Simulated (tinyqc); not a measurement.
Three voltage laws: time-dependent dielectric breakdown: cell percolation, Weibull statistics, area scaling and voltage extrapolation. Computed by tinyqc, a small Python program. Command: `OMP_NUM_THREADS=1 python tinyqc.py 3010138 3010139 out.jsonl tddb walk`. One thread of a shared host (Intel(R) Xeon(R) Processor @ 2.30GHz), about 0.01 s of CPU time with the checks.

The oxide is divided into columns of area a^2, each holding m = t_ox/a cells (m is taken as continuous). A share lambda(t) = (t/t_1)^alpha of the cells is defective, and a column whose cells are all defective breaks down.

Inputs (values chosen for the exercise, for a model gate oxide):

| quantity | value | unit |
|---|---|---|
| oxide thickness t_ox | 4.9 | nm |
| defect cell size a | 1.3 | nm |
| exponent alpha of defect growth | 0.3 | - |
| time t_1 at which the occupied share would reach 1 | 2.2e+07 | s |
| test area A | 4 | um^2 |
| product area A_u | 7e+06 | um^2 |
| stress voltage V | 6.71 | V |
| use voltage V_u | 3.7 | V |
| local exponent n = -d ln t/d ln V at the stress voltage | 32 | - |
| activation energy E_a | 0.47 | eV |
| stress temperature T | 150 | C |
| use temperature T_u | 85 | C |
| allowed failure fraction F | 0.001 | - |

Voltage law used: 1/E.

Constants: k_B = 8.617333262e-05 eV/K.

Method:
- Failure fraction F = 1 - (1 - lambda^m)^N with N = A/a^2 columns, which for small lambda^m is 1 - exp(-(t/t63)^beta) with beta = alpha m and t63 = t_1 N^(-1/beta); critical share lambda(t63) = N^(-1/m). 1 um^2 = 1e6 nm^2.
- All three voltage laws share the slope n at the stress voltage. Factor t(V_u)/t(V): E law exp(n (1 - V_u/V)); 1/E law exp(n (V/V_u - 1)); power law (V/V_u)^n.
- Temperatures in kelvin are T(C) + 273.15.
- Temperature factor exp[(E_a/k_B)(1/T_u - 1/T)]; area factor (A/A_u)^(1/beta); percentile factor (-ln(1 - F))^(1/beta); life = t63 x all four; 1 year = 3.15576e7 s.
- Life = t63 x voltage, temperature, area and percentile factors, the last three as above.

projected life = 0.0225966 years

voltage factor = 2.02182e+11

Log10 of the life in years:

| V_u/V | V_u (V) | E law | 1/E law | power law |
|---|---|---|---|---|
| 1.00 | 6.7100 | -12.952 | -12.952 | -12.952 |
| 0.95 | 6.3745 | -12.257 | -12.220 | -12.239 |
| 0.90 | 6.0390 | -11.562 | -11.408 | -11.487 |
| 0.80 | 5.3680 | -10.172 | -9.477 | -9.851 |
| 0.70 | 4.6970 | -8.782 | -6.996 | -7.995 |
| 0.60 | 4.0260 | -7.393 | -3.687 | -5.853 |
| 0.50 | 3.3550 | -6.003 | 0.946 | -3.319 |
| 0.40 | 2.6840 | -4.613 | 7.894 | -0.218 |

What follows from these numbers?

At V_u/V = 0.9 the laws differ by 0.15 decades at most, and at 0.5 by 6.9. The E law is the most cautious and the 1/E law the most hopeful. Caution: t_1 is an input here; in a real oxide it changes with thickness at fixed voltage. Caution: a voltage factor of more than nine decades rests wholly on the chosen law and cannot be tested. Caution: the rows at low voltage extrapolate over many decades and cannot be tested.
